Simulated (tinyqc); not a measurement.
# Sharing a fixed EOT between the layers

Without charge in the stack, a voltage of 0.6 V over an EOT of 1.6 nm gives F1 = (V/EOT)(3.9/e1) and F2 = F1 e1/e2; t2 = e2 (EOT/3.9 - t1/e1).

Parameters, values chosen for the exercise:
- e1 = 3.83 (relative permittivity of layer 1)
- e2 = 21.5 (relative permittivity of layer 2)

Results:
```
t1 (nm)  t2 (nm)  physical thickness (nm)  drop over layer 1 (V)  drop over layer 2 (V)
0         8.8205                   8.8205                      0                0.60000
0.19      7.7539                   7.9439               0.072552                0.52745
0.38      6.6874                   7.0674                0.14510                0.45490
0.76      4.5542                   5.3142                0.29021                0.30979
0.95      3.4876                   4.4376                0.36276                0.23724
1.14      2.4210                   3.5610                0.43531                0.16469
1.34      1.2983                   2.6383                0.51168               0.088316
```

Estimate the missing row, t1 = 0.57 nm.

Computed row:
```
t1 (nm)  t2 (nm)  physical thickness (nm)  drop over layer 1 (V)  drop over layer 2 (V)
0.57      5.6208                   6.1908                0.21766                0.38234
```

With this row back in the table: Each 0.1 nm of layer 1 costs 0.561 nm of layer 2, so the physical thickness falls from 8.82 to 2.64 nm. The fields do not change, 3.82 MV/cm in layer 1 and 0.680 MV/cm in layer 2, and layer 1 takes half of the voltage at t1 = 0.786 nm.

Program tinyqc, `OMP_NUM_THREADS=1 python tinyqc.py 2010065 2010066 out.jsonl`; Intel Xeon 2.30GHz, shared host, one thread, about 0.01 s.
